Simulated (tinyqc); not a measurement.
On-chip power grid, static voltage drop by conjugate gradients: course of the conjugate-gradient iteration.

A grid of 3 rows and 3 columns, node k = 3 row + column. Neighbours in a row are joined by Rx, in a column by Ry; pad nodes, which reach the supply through Rp: 0, 6. Each node draws I0, node 4 draws kh I0. The drops u = Vdd - V solve G u = i, with G the conductance matrix (1/Rp added on the diagonal at pad nodes).

G_kk = sum of the conductances at node k. Start u = 0, so the residual is r = i; p = r.

q = G p; a = (r.r)/(p.q); u(new) = u + a p; r(new) = r - a q; b = (r.r)(new)/(r.r); p(new) = r(new) + b p.

Stop when |r| is below 1e-9 mA.

Inputs (values chosen for the exercise):
- Rx = 0.17 ohm (resistance of a horizontal segment)
- Ry = 1.1 ohm (resistance of a vertical segment)
- Rp = 0.19 ohm (resistance from a pad node to the supply)
- I0 = 1.5 mA (load current of an ordinary node)
- kh = 3 (factor on the load at the hot node)

Course of the iteration:

| iteration | largest u (mV) | \|r\| (mA) |
|---|---|---|
| 1 | 1.17950 | 11.3 |
| 2 | 3.50181 | 6.66 |
| 3 | 3.76125 | 2.87 |
| 4 | 3.83007 | 0.908 |
| 5 | 3.78948 | 0.398 |
| 6 | 3.76380 | < 1e-11 |

Did this iteration meet its convergence test, and what does its course show?

Yes. Converged in 6 iterations for 9 unknowns; in exact arithmetic the method needs at most 9. The condition number of the matrix is 31.8. Gauss-Seidel sweeps in node order need 162 to reach the same residual.

tinyqc, about 0.1 s, one thread, Intel Xeon 2.30GHz (shared host): `OMP_NUM_THREADS=1 python tinyqc.py 2770211 2770212 out.jsonl`
